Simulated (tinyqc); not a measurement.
# One level coupled to a phonon between two leads, self-consistent Born approximation: what changes with what

Wide-band leads with mu_L = +V/2 and mu_R = -V/2; phonons in equilibrium, Nq = 1/(exp(w0/kB T) - 1). Scattering links only energies that differ by w0, so a ladder E_k = E1 + k w0 closes on itself; terms that reach past its ends are dropped. Gn and Gp are the electron and hole parts of the spectral function A = Gn + Gp.

Parameters, values chosen for the exercise:
- T = 300 K (temperature of leads and phonons)
- w0 = 50 meV (phonon energy)
- ed = -44 meV (level)
- GL = 34 meV (coupling to the left lead)
- GR = 18 meV (coupling to the right lead)
- M = 6.2 meV (electron-phonon matrix element)
- V = 88 mV (bias)

Constants: q = 1.602176634e-19 C, kB = 1.380649e-23 J/K, h = 6.62607015e-34 J s, Vt = kB T/q. Results are converted to the units shown.

Each table varies one quantity; the others keep the values above.

## Current against bias

|G|^2 = 1/[(E - ed)^2 + (GL + GR + Sin + Sout)^2/4], Gn = |G|^2 (GL fL + GR fR + Sin), Gp = |G|^2 (GL (1 - fL) + GR (1 - fR) + Sout), f = 1/(1 + exp((E - mu)/kB T)). Sin(E) = M^2 [(Nq + 1) Gn(E + w0) + Nq Gn(E - w0)], Sout(E) = M^2 [(Nq + 1) Gp(E - w0) + Nq Gp(E + w0)]. Spectral currents into the level: iL = GL [fL Gp - (1 - fL) Gn], iR = GR [fR Gp - (1 - fR) Gn]. Here E - ed is replaced by E - ed - R(E), with the real part R(E) = (1/2 pi) P int [Sin + Sout](y) dy/(E - y). The total for one spin is I = (q/h) times the integral of iL over all E (all ladders, each long enough that its ends do not matter); the power given to phonons is (1/h) times the integral of E (iL + iR).

Current against bias:

| V (mV) | I (uA) | I without phonons (uA) | ratio of the two | power to phonons (nW) | share of I V (%) |
|---|---|---|---|---|---|
| 20 | 0.2449 | 0.2449 | 1.000 | 0.01988 | 0.4058 |
| 55 | 0.6706 | 0.6709 | 0.9995 | 0.1485 | 0.4026 |
| 90 | 1.082 | 1.083 | 0.9986 | 0.3837 | 0.3942 |
| 125 | 1.456 | 1.459 | 0.9979 | 0.6910 | 0.3796 |
| 160 | 1.774 | 1.778 | 0.9975 | 1.021 | 0.3599 |
| 195 | 2.024 | 2.028 | 0.9976 | 1.328 | 0.3365 |
| 230 | 2.210 | 2.214 | 0.9980 | 1.579 | 0.3106 |
| 265 | 2.344 | 2.348 | 0.9985 | 1.763 | 0.2838 |
| 300 | 2.440 | 2.442 | 0.9990 | 1.887 | 0.2578 |

Read the table: what changes, and by how much?

I rises from 0.245 to 2.44 uA; its ratio to the current without phonons stays near 0.999, and the share of I V given to phonons falls from 0.406 to 0.258 %. Emission at zero temperature needs V above w0 = 50 mV; the rest of I V is released in the leads.

## Effect of the level position

Same model as above.

Results:

| ed (meV) | I (uA) | I without phonons (uA) | ratio of the two | power to phonons (nW) | share of I V (%) |
|---|---|---|---|---|---|
| 0 | 1.362 | 1.369 | 0.9948 | 0.5780 | 0.4823 |
| 21 | 1.285 | 1.291 | 0.9954 | 0.5209 | 0.4607 |
| 42 | 1.082 | 1.084 | 0.9978 | 0.3823 | 0.4016 |
| 63 | 0.8216 | 0.8207 | 1.001 | 0.2304 | 0.3187 |
| 84 | 0.5761 | 0.5734 | 1.005 | 0.1166 | 0.2300 |
| 127 | 0.2491 | 0.2470 | 1.008 | 0.02045 | 0.09329 |
| 148 | 0.1667 | 0.1653 | 1.008 | 0.008558 | 0.05834 |
| 169 | 0.1152 | 0.1144 | 1.007 | 0.003894 | 0.03841 |

Estimate the missing row, ed = 106 meV.

Computed row:

| ed (meV) | I (uA) | I without phonons (uA) | ratio of the two | power to phonons (nW) | share of I V (%) |
|---|---|---|---|---|---|
| 106 | 0.3777 | 0.3750 | 1.007 | 0.04955 | 0.1491 |

With this row back in the table: I falls from 1.36 to 0.115 uA as the level leaves the window |E| < 44 meV; the ratio to the current without phonons goes from 0.9948 through a maximum of 1.008 (at ed = 127 meV among the rows listed) to 1.007. The power to phonons falls from 0.578 to 0.00389 nW.

Range of the model: The self-consistent Born approximation keeps only non-crossing phonon lines and no Hartree shift; it is rough once the coupling nears the phonon energy.

Program tinyqc, `OMP_NUM_THREADS=1 python tinyqc.py 2720114 2720115 out.jsonl`; Intel Xeon 2.30GHz, shared host, one thread, about 0.1 s.
